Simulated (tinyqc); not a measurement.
Three-phonon processes in a diatomic chain: dispersion, energy and momentum conservation, and decay channels of optical phonons: one step, computed by the program tinyqc.

Cell length a, two atoms, one spring constant. x = q a/pi runs from -1 to 1; A and O are the acoustic and optical branches. Matrix elements are not computed: only conservation laws and occupation factors are followed.

Problem. Dispersion. omega^2 = k (1/m + 1/M) -/+ k sqrt((1/m + 1/M)^2 - 4 sin^2(pi x/2)/(m M)); nu = 15.6333042 THz x sqrt(omega^2) for eV/(angstrom^2 u).

Inputs (values chosen for the exercise, for a model chain): light mass m = 27 u; heavy mass M = 128 u; spring constant k = 7.6 eV/angstrom^2.

Constants: nu for 1 eV/(angstrom^2 u) = 15.6333042 THz.

Give: the table «Branches» with the columns nu_A (THz), nu_O (THz), for x = 0.10, 0.20, 0.35, 0.50, 0.65, 0.80, 0.90, 1.00.

Solution.

Branches:
```
x     nu_A (THz)  nu_O (THz)
0.10       0.767       12.88
0.20       1.523       12.82
0.35       2.612       12.64
0.50       3.605       12.39
0.65       4.446       12.12
0.80       5.061       11.87
0.90       5.304       11.77
1.00       5.387       11.73
```
